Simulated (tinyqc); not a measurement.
Kronig-Penney superlattice by transfer matrices: sweeps and comparisons. A value that a table varies takes the place of the one given here.

Wells (width a, potential 0, mass mw) alternate with barriers (width b, height V0, mass mb); period d = a + b; c = hbar^2/2m0. The vector (psi, psi'/m) is continuous, and a layer of thickness t carries it by M = [[cos kt, (m/k) sin kt], [-(k/m) sin kt, cos kt]] with k = sqrt(m (E - V)/c); for E < V, k = i kappa gives [[cosh, (m/kappa) sinh], [(kappa/m) sinh, cosh]] of kappa t. A Bloch state obeys cos(q d) = tr(Mb Mw)/2.

Constants: hbar^2/2m0 = 3.80998211 eV angstrom^2.

Inputs chosen for the exercise (near those of an InGaAs superlattice with barriers of InP; not measured data): a = 61 angstrom (well width); V0 = 0.247 eV (barrier height); mw = 0.0411 m0 (mass in the wells); mb = 0.0834 m0 (mass in the barriers); bs = (9, 13.5, 18, 23.4, 28.8, 36, 45) angstrom (barrier widths); b = 18 angstrom (barrier width).

## Barrier width

First miniband against b. m_z = -2 c f'/d^2 with f = tr M/2 at the bottom of the band. E1 is the level of the single well, kappa1 its decay constant in the barrier.

First miniband:

| b (angstrom) | bottom (eV) | top (eV) | W (meV) | ln W | m_z (m0) |
|---|---|---|---|---|---|
| 9.0 | 0.0283 | 0.1493 | 121.1 | 4.796 | 0.0486 |
| 13.5 | 0.0377 | 0.1251 | 87.34 | 4.470 | 0.0536 |
| 18.0 | 0.0451 | 0.1089 | 63.87 | 4.157 | 0.0596 |
| 23.4 | 0.0517 | 0.0962 | 44.44 | 3.794 | 0.0686 |
| 28.8 | 0.0567 | 0.0879 | 31.22 | 3.441 | 0.0802 |
| 36.0 | 0.0613 | 0.0810 | 19.68 | 2.979 | 0.101 |
| 45.0 | 0.0650 | 0.0761 | 11.15 | 2.411 | 0.139 |

E1 = 0.0702 eV
kappa1 = 0.0622 1/angstrom

W falls from 121.1 to 11.15 meV, and both edges close in on E1. The slope of ln W is -0.0726 per angstrom over the first two rows and -0.0632 over the last two, against -kappa1 = -0.0622: the width follows one power of the tunnelling amplitude once the wells couple weakly. m_z grows by a factor 2.9. Layers under about 10 angstrom are at the limit of envelope theory.

## From one barrier to a miniband

Transmission through N barriers separated by wells, between leads of the well material: T = 4/[(M11 + M22)^2 + (u M12 - M21/u)^2] with u = k/mw and M the product over all layers; twelve evenly spaced energies around the first miniband.

Transmission:

| E (eV) | tr M/2 of a period | N = 1 | N = 2 | N = 4 | N = 8 |
|---|---|---|---|---|---|
| 0.016324 | 2.691 | 0.138 | 0.00549 | 7.58e-06 | 1.44e-11 |
| 0.027937 | 1.935 | 0.204 | 0.0168 | 0.000102 | 3.66e-09 |
| 0.039550 | 1.279 | 0.255 | 0.0497 | 0.00252 | 7.27e-06 |
| 0.051164 | 0.714 | 0.295 | 0.170 | 0.992 | 0.969 |
| 0.062777 | 0.233 | 0.328 | 0.692 | 0.414 | 0.336 |
| 0.074390 | -0.173 | 0.354 | 0.820 | 0.564 | 0.355 |
| 0.086003 | -0.511 | 0.377 | 0.367 | 0.388 | 0.350 |
| 0.097616 | -0.786 | 0.397 | 0.210 | 0.547 | 0.276 |
| 0.109229 | -1.005 | 0.414 | 0.149 | 0.0403 | 0.00896 |
| 0.120843 | -1.174 | 0.429 | 0.120 | 0.0109 | 0.000104 |
| 0.132456 | -1.297 | 0.442 | 0.105 | 0.00523 | 1.27e-05 |
| 0.144069 | -1.381 | 0.454 | 0.0984 | 0.00343 | 3.92e-06 |

5 of the energies lie in the miniband (|tr M/2| <= 1); there T for N = 8 runs between 0.276 and 0.969. In the gaps it falls with N: at E = 0.1441 eV from 0.00343 (N = 4) to 3.92e-06 (N = 8), a slope of ln T of -1.69 a period, against -2 arccosh|tr M/2| = -1.69.

## What each parameter does

Bottom and width of the first miniband, the gap above it, and m_z = -2 c f'/d^2 with f = tr M/2. Each row changes one parameter from the base and keeps the others.

Results:

| case | bottom (eV) | width (meV) | gap (meV) | m_z (m0) |
|---|---|---|---|---|
| base | 0.0451 | 63.9 | 137.4 | 0.0596 |
| a = 55 angstrom | 0.0499 | 75.4 | 154.8 | 0.0597 |
| b = 15 angstrom | 0.0404 | 78.6 | 127.3 | 0.0554 |
| V0 = 0.284 eV | 0.0502 | 59.9 | 149.6 | 0.0616 |
| mw = 0.037 m0 | 0.0457 | 67.8 | 149.9 | 0.0558 |
| mb = 0.0959 m0 | 0.0446 | 56.5 | 145.2 | 0.0649 |

The largest shifts from the base row, up to three for each result and ties (the steps differ in size, so this ranks the rows, not the parameters). bottom (eV): V0 +0.0052, a +0.0048, b -0.0047. width (meV): b +14.7, a +11.5, mb -7.4. gap (meV): a +17.4, mw +12.5, V0 +12.3. m_z (m0): mb +0.0053, b -0.0042, mw -0.0038.

tinyqc: `OMP_NUM_THREADS=1 python tinyqc.py 1280484 1280485 out.jsonl`; about 0.08 s, one thread, shared Intel(R) Xeon(R) Processor @ 2.30GHz.
